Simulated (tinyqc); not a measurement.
From results back to parameters: linear model of a band gap against the share of exact exchange.

Problem. Gap and optical dielectric constant were computed at two shares alpha. They follow E = E0 + S alpha and eps = 1 + (e0 - 1)(EP/(EP + S alpha))^2.

Parameters, chosen for this exercise (out of a larger set: of the order of those of Al2O3; not measured data): al12 = (0.2, 0.4) (two shares of exact exchange).

gaps (eV): 7.99000  9.99000

eps: 3.039107  2.786062

Find: S; E0; EP; e0.

Solution. The two gaps give S and E0. With q = sqrt((eps1 - 1)/(eps2 - 1)) = (EP + S alpha2)/(EP + S alpha1), EP = S (alpha2 - q alpha1)/(q - 1); e0 follows from either eps.

S = 10.00 eV
E0 = 5.99 eV
EP = 27.2 eV
e0 = 3.35

tinyqc: `OMP_NUM_THREADS=1 python tinyqc.py 1850764 1850765 out.jsonl`; about 0.01 s, one thread, shared Intel(R) Xeon(R) Processor @ 2.30GHz.
